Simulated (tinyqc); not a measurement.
Space-charge-limited current through a thin insulating or semi-insulating film with traps. From V_TFL back to trap density N_t. Computed by tinyqc, a small Python program. Command: `OMP_NUM_THREADS=1 python tinyqc.py 3003682 3003683 out.jsonl sclc inv`. One thread of a shared host (Intel(R) Xeon(R) Processor @ 2.30GHz), about 0.01 s of CPU time with the checks.

One ohmic injecting contact at x = 0 (field zero), drift only, non-degenerate free carriers.

Inputs (values chosen for the exercise, modelled on an amorphous oxide semiconductor): permittivity eps = 10; effective density of states N_c = 5.2e+18 1/cm^3; equilibrium Fermi level below the band edge, E_0 = 0.83 eV; thickness d = 280 nm; free density at the anode, in units of N_c = 3.2e-05; temperature T = 400 K; trap level E_t below the band edge = 0.39 eV.

Traps: single level.

Constants: k_B = 8.617333262e-05 eV/K; e = 1.602176634e-19 C; eps_0 = 8.8541878128e-12 F/m.

Method. Free density n_0 = N_c exp(-E_0/k_B T) in equilibrium; trapped density n_t(n) = N_t/(1 + n_1/n), n_1 = N_c exp(-E_t/k_B T). theta = n/(n + n_t) at the anode density; trap-filled-limit voltage V_TFL = e (N_t - n_t(n_0)) d^2/(2 eps eps_0).

Task: A run gave the result below. Find the trap density N_t, known to lie between 1.3e+17 and 3.5e+17 1/cm^3.

V_TFL = 15.88892 V

Result:

Each step takes the trial c = (a f_b - b f_a)/(f_b - f_a), f being the result less the target and a, b, c the logarithms of the listed values; c replaces end b, the old b replaces a if the sign of f changed, and otherwise f_a is halved.

Scan of the range:
```
trap density N_t (1/cm^3)  V_TFL (V)
1.30e+17                      9.2213
1.53e+17                     10.8527
1.81e+17                     12.8388
2.13e+17                     15.1087
2.52e+17                     17.8750
2.97e+17                     21.0670
3.50e+17                     24.8264
```

False position (Illinois rule, in the logarithm of the input) inside the bracket:
```
step        end a        end b        trial  V_TFL (V)
1     2.13000e+17  2.52000e+17  2.23344e+17    15.8424
2     2.52000e+17  2.23344e+17  2.23962e+17    15.8862
3     2.52000e+17  2.23962e+17  2.24033e+17    15.8913
4     2.23962e+17  2.24033e+17  2.24000e+17    15.8889
5     2.24033e+17  2.24000e+17  2.24000e+17    15.8889
```

V_TFL rises at every point of a 13-point scan of the range (every second point is shown), so one value fits; it is bracketed by 2.13e17 and 2.52e17. The scan shows a pure power law with exponent 1.0000, so scaling from any one row also gives the answer directly. Answer: trap density N_t = 2.240e17 1/cm^3.
